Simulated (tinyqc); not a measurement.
Worked calculation: nudged elastic band on a two-dimensional model surface. Computed by tinyqc, a small Python program that keeps every step. Command: `OMP_NUM_THREADS=1 python tinyqc.py 3001786 3001787 out.jsonl neb walk`. One thread of a shared host (Intel(R) Xeon(R) Processor @ 2.30GHz), about 0.2 s of CPU time with the checks. Intermediate numbers are printed to about 5 digits and carried at full precision; extremes and crossings named in words are read from the listed rows.

V(x, y) = -A (cos kx + cos ky) - B cos kx cos ky + (C sin ky + S sin kx)(1 - cos kx), k = 2 pi/a; the atom hops from the minimum at (0, 0) to that at (a, 0).

Inputs (values chosen for the exercise, for a model surface):

| quantity | value | unit |
|---|---|---|
| amplitude A | 0.19 | eV |
| amplitude B | 0.059 | eV |
| skew C | 0.061 | eV |
| asymmetry S | 0.047 | eV |
| period a | 3.1 | angstrom |
| movable images n | 3 | - |
| spring constant k_s | 0.17 | eV/angstrom^2 |
| step factor eta | 0.39 | angstrom^2/eV |
| iteration cap | 600 | - |

Surface: adatom on a square lattice. Climbing image: on.

## Stationary points

Newton steps x(new) = x - H^-1 grad V (moves limited to 0.3 angstrom) from (0, 0), (a, 0) and (a/2, 0) give the two minima and the saddle.

positions (angstrom):
```
             x        y
start   0.0000   0.0000
end     3.1000   0.0000
saddle  1.3523  -0.3515
```

energies (eV): start -0.43900, end -0.43900, saddle 0.03090

barrier from the start = 0.46990 eV

## Straight-line start

Images are spaced evenly on the line between the minima.

images at the start (angstrom):
```
             x      y
image 1  0.775  0.000
image 2  1.550  0.000
image 3  2.325  0.000
```

energies above the start (eV): 0.296  0.498  0.202

The highest image lies +0.0281 eV from the true barrier.

## Iteration 1

Tangent at image i: towards the higher neighbour if the energies rise or fall through i; at a maximum or minimum, tau = t+ dmax + t- dmin if V(i+1) > V(i-1), else t+ dmin + t- dmax, with t+ = R(i+1) - R(i), t- = R(i) - R(i-1) and dmax, dmin the larger and smaller of |V(i+1) - V(i)| and |V(i-1) - V(i)|; then normalise. Force F = -grad V + (grad V.tau) tau + k_s (|t+| - |t-|) tau. With a climbing image, the highest image feels instead F = -grad V + 2 (grad V.tau) tau and no spring. Update R(new) = R + eta F; the end points stay fixed.

unit tangents:
```
         x  y
image 1  1  0
image 2  1  0
image 3  1  0
```

forces (eV/angstrom):
```
                x         y
image 1   0.00000  -0.12364
image 2  -0.19052  -0.24727
image 3   0.00000  -0.12364
```

images after iteration 1 (angstrom):
```
              x        y
image 1  0.7750  -0.0482
image 2  1.4757  -0.0964
image 3  2.3250  -0.0482
```

## Iteration 2

The formulas are those given above.

unit tangents:
```
               x         y
image 1  0.99764  -0.06865
image 2  0.99993  -0.01220
image 3  0.99839   0.05668
```

forces (eV/angstrom):
```
                x         y
image 1  -0.02120  -0.12443
image 2  -0.11797  -0.18654
image 3  -0.00648  -0.10837
```

images after iteration 2 (angstrom):
```
              x        y
image 1  0.7667  -0.0967
image 2  1.4297  -0.1692
image 3  2.3225  -0.0905
```

## All iterations

Start on the straight line; stop when the largest force is below 1e-4 or above 1e6 eV/angstrom.

Course of the band:

| iteration | highest image (eV) | largest force (eV/angstrom) |
|---|---|---|
| 1 | 0.49800 | 3.1216e-01 |
| 2 | 0.48815 | 2.2071e-01 |
| 3 | 0.48031 | 1.5404e-01 |
| 4 | 0.47539 | 1.0730e-01 |
| 5 | 0.47267 | 7.4789e-02 |
| 6 | 0.47127 | 5.2169e-02 |
| 7 | 0.47057 | 3.6406e-02 |
| 8 | 0.47022 | 2.7498e-02 |
| 9 | 0.47006 | 2.2540e-02 |
| ... | ... | ... |
| 38 | 0.46990 | 2.9898e-04 |
| 39 | 0.46990 | 2.5876e-04 |
| 40 | 0.46990 | 2.2395e-04 |
| 41 | 0.46990 | 1.9383e-04 |
| 42 | 0.46990 | 1.6776e-04 |
| 43 | 0.46990 | 1.4519e-04 |
| 44 | 0.46990 | 1.2566e-04 |
| 45 | 0.46990 | 1.0876e-04 |
| 46 | 0.46990 | 9.4130e-05 |

Band at the end:

| image | x (angstrom) | y (angstrom) | E (eV) |
|---|---|---|---|
| 0 | 0.0000 | 0.00000 | 0.00000 |
| 1 | 0.6632 | -0.22656 | 0.22865 |
| 2 | 1.3523 | -0.35145 | 0.46990 |
| 3 | 2.2397 | -0.24166 | 0.22509 |
| 4 | 3.1000 | 0.00000 | 0.00000 |

energy of the highest image = 0.46990 eV

iterations = 46

largest force at the end = 9.4130e-05 eV/angstrom

Converged in 46 iterations. The climbing image sits on the saddle, so its energy is the barrier.

## Plain band against climbing image

Images are counted without the end points, and convergence is judged on the largest force on an image. Each run starts on the straight line with the same k_s and eta, for at most 1500 iterations; errors are against the Newton saddle; a dash marks a run that did not reach 1e-4 eV/angstrom.

Error of the highest image (meV) and iterations:

| images | plain, error | plain, iterations | climbing, error | climbing, iterations |
|---|---|---|---|---|
| 2 | -64.423 | 25 | 0 | 48 |
| 3 | -19.663 | 33 | 0 | 46 |
| 4 | -8.741 | 36 | 0 | 69 |
| 5 | -19.505 | 49 | 0 | 80 |
| 6 | -0.594 | 60 | 0 | 57 |
| 8 | -0.183 | 83 | 0 | 114 |
| 10 | -1.396 | 106 | 0 | 177 |

The plain band underestimates the barrier by 0.18 to 64.42 meV, depending on how near an image falls to the saddle (worst for 2 images, best for 8). The climbing image is within about 0.001 meV in every converged run, so few images suffice for the barrier.

Checks made by the program: climbing image against the Newton saddle (relative difference below 1e-10).
